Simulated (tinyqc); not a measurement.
Ellipsometry and reflectance of a transparent film on an absorbing substrate: one step of the calculation.

Air (index 1), film, substrate with N2 = n2 - i k2; time factor exp(+i w t). q_j = sqrt(N_j^2 - sin^2 th), root with positive real part. Fresnel coefficients r_s = (q_a - q_b)/(q_a + q_b), r_p = (N_b^2 q_a - N_a^2 q_b)/(N_b^2 q_a + N_a^2 q_b). tan(Psi) exp(i Delta) = R_p/R_s, Delta taken from 0 to 360 degrees.

Task. Interface coefficients and thickness period. q0, q1, q2 and the coefficients r01 and r12 for p and s; the results repeat in d with the period lam/(2 q1).

Parameters, values chosen for the exercise; indices close to those of aluminium oxide on silicon:
- lam = 632.8 nm (wavelength)
- th = 70 degrees (angle of incidence)
- n1 = 1.671 (index of the transparent film)
- n2 = 3.882 (index of the substrate)
- k2 = 0.019 (extinction coefficient of the substrate)

Wanted: q0; q1; q2; r01,p; r01,s; r12,p; r12,s; period.

Result.

q0 = 0.3420
q1 = 1.382
q2 = 3.767-0.020i
r01,p = -0.1826
r01,s = -0.6032
r12,p = 0.3288-0.0020i
r12,s = -0.4632+0.0020i
period = 229.0 nm

Computed by the program tinyqc: `OMP_NUM_THREADS=1 python tinyqc.py 2870154 2870155 out.jsonl`, one thread of a shared Intel Xeon 2.30GHz, about 0.01 s for the whole run.
